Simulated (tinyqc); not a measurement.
Vacuum evaporation: vapour pressure, source flux, thickness distribution, purity and step coverage: one step, computed by the program tinyqc. Command: `OMP_NUM_THREADS=1 python tinyqc.py 3112153 3112154 out.jsonl evap walk`. One thread of a shared host (Intel(R) Xeon(R) Processor @ 2.30GHz), about 0.01 s of CPU time with the checks.

Molecular flow, unit sticking of the metal, no re-evaporation. The background gas is taken as water vapour (18.015 g/mol, collision diameter 0.37 nm) at 300 K.

Problem. Vapour pressure and flux. log10(p_v/Pa) = A - B/T; flux from the surface Phi = p_v/sqrt(2 pi m k_B T), m = M u. Mass loss = Phi x area x m; heat of evaporation = ln(10) R B; d ln Phi/dT = ln(10) B/T^2 - 1/(2 T).

Inputs (values chosen for the exercise, modelled on silver, with constants for the liquid):
```
quantity                     value   unit
molar mass M                107.87  g/mol
vapour-pressure constant A   10.78      -
vapour-pressure constant B   13820      K
source temperature T          1380      K
source area                      6   cm^2
```

Constants: u = 1.6605390666e-27 kg; k_B = 1.380649e-23 J/K; R = 8.314462618 J/(mol K).

Give: vapour pressure p_v; flux Phi; mass loss; heat of evaporation; change of flux per kelvin.

Solution.

vapour pressure p_v = 5.8278 Pa

flux Phi = 3.9798e+18 1/(cm^2 s)

mass loss = 15.398 g/h

heat of evaporation = 264.58 kJ/mol

change of flux per kelvin = 1.6347 %/K

Holding the rate to 1 % needs the temperature to about 0.61 K.
